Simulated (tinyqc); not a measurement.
From relaxation time tau back to hold temperature T: thermal stress and diffusional relaxation in a metal film: Coble and Nabarro-Herring creep, cooling and holds. Computed by tinyqc, a small Python program. Command: `OMP_NUM_THREADS=1 python tinyqc.py 3025087 3025088 out.jsonl creep inv`. One thread of a shared host (Intel(R) Xeon(R) Processor @ 2.30GHz), about 0.02 s of CPU time with the checks.

A thin film on a rigid substrate is stress-free at T0. Tension is positive and the film creeps linearly: d sigma/dt = -M (mismatch) dT/dt - sigma/tau.

Inputs (values chosen for the exercise, modelled on aluminium films on silicon):
```
quantity                           value        unit
biaxial modulus M                    114         GPa
expansion mismatch                  20.6      1e-6/K
atomic volume Omega                 16.6  angstrom^3
lattice prefactor D0             0.00014       m^2/s
lattice energy E                    1.47          eV
boundary prefactor (delta D_b)0  4.4e-14       m^3/s
boundary energy E_b                0.895          eV
grain size d                         2.8          um
stress-free temperature T0           450           C
hold time t                        0.056           h
yield stress                         360         MPa
```

Constants: k_B = 1.380649e-23 J/K; k_B = 8.617333262e-05 eV/K.

Method:
- Thermoelastic slope = M x mismatch; sigma_0 = slope x (T0 - T).
- Creep rate per stress: Nabarro-Herring 14 D Omega/(k_B T d^2), Coble (14 pi) delta D_b Omega/(k_B T d^3), with D = D0 exp(-E/(k_B T)), delta D_b = (delta D_b)0 exp(-E_b/(k_B T)); 1/tau = M x (sum of both)/2 (biaxial strain rate is half the uniaxial one).
- Temperatures in kelvin are T(C) + 273.15.
- sigma(t) = sigma_0 exp(-t/tau), relaxed part sigma_0 - sigma(t); the grain size where both mechanisms are equal is pi delta D_b/D.

Question. A run gave the result below. Find the hold temperature T, known to lie between 78 and 270 C.

relaxation time tau = 1.342916 h

Answer.

Each step takes the trial c = (a f_b - b f_a)/(f_b - f_a), f being the result less the target and a, b, c the logarithms of the listed values; c replaces end b, the old b replaces a if the sign of f changed, and otherwise f_a is halved.

Scan of the range:
```
hold temperature T (C)  relaxation time tau (h)
78.0                                1.13046e+02
95.9                                2.83012e+01
118.0                               6.11615e+00
145.0                               1.17698e+00
178.0                               2.06256e-01
220.0                               3.16516e-02
270.0                               4.96970e-03
```

False position (Illinois rule, in the logarithm of the input) inside the bracket:
```
step    end a    end b    trial  relaxation time tau (h)
1     118.000  145.000  144.000                  1.24624
2     118.000  144.000  142.888                  1.32846
3     118.000  142.888  142.561                  1.35374
4     142.888  142.561  142.701                  1.34286
5     142.561  142.701  142.700                  1.34292
6     142.561  142.700  142.700                  1.34292
7     142.700  142.700  142.700                  1.34292
```

Relaxation time tau falls at every point of a 13-point scan of the range (every second point is shown), so one value fits; it is bracketed by 118 and 145. Answer: hold temperature T = 142.7 C.

Caution: the elastic stress exceeds the yield stress, so dislocation glide would cap it first.
